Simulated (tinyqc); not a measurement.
Haynes-Shockley experiment: drift, diffusion and decay of a minority-carrier pulse: one step, computed by the program tinyqc.

A thin sheet of excess carriers is made at x = 0, t = 0 in a long uniform bar; injection is low, so the pulse moves with the minority mobility.

Task: The signal at the collector. dn(x, t) = N0/sqrt(4 pi D t) exp(-(x - v t)^2/(4 D t) - t/tau). At fixed x the signal peaks where d ln(dn)/dt = 0: a t^2 + t/2 - x^2/(4 D) = 0 with a = v^2/(4 D) + 1/tau. The full width at half maximum is found by solving dn(x, t) = peak/2 on both sides of the peak.

Inputs (values chosen for the exercise, modelled on holes in n-type germanium in a lightly doped bar): lifetime tau = 25 microsecond; temperature T = 250 K; distance d to the collector = 0.24 cm; injected sheet density N0 = 1.7e+10 1/cm^2.

drift velocity v = 4004 cm/s

D = 39.20887 cm^2/s

Give: time of the peak t_p; peak density; width at half maximum.

Result:

time of the peak t_p = 49.089 microsecond

peak density = 1.2006e+10 1/cm^3

width at half maximum = 30.775 microsecond
